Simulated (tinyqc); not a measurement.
## Ground and coupling capacitance from two measurements

Problem. A line has Cg to the planes and Cc to each of two neighbours. Find Cg, Cc, the load when both neighbours switch in antiphase, and the pulse on the line when it floats and both neighbours swing by Vx.

Values chosen for this exercise:

| symbol | value | unit | meaning |
|---|---|---|---|
| Vx | 1 | V | swing |

capacitance with neighbours driven alike and with neighbours grounded (aF/um): 110  238

Solution. Driven alike, Cc carries no charge, which leaves Cg; grounded neighbours give Cg + 2 Cc, antiphase Cg + 4 Cc; a floating line divides the swing as 2 Cc/(Cg + 2 Cc).

Cg = 110.0 aF/um
Cc = 64.00 aF/um
load in antiphase = 366.0 aF/um
pulse = 0.5378 V

tinyqc, about 1 s, one thread, Intel Xeon 2.30GHz (shared host): `OMP_NUM_THREADS=1 python tinyqc.py 2790135 2790136 out.jsonl`
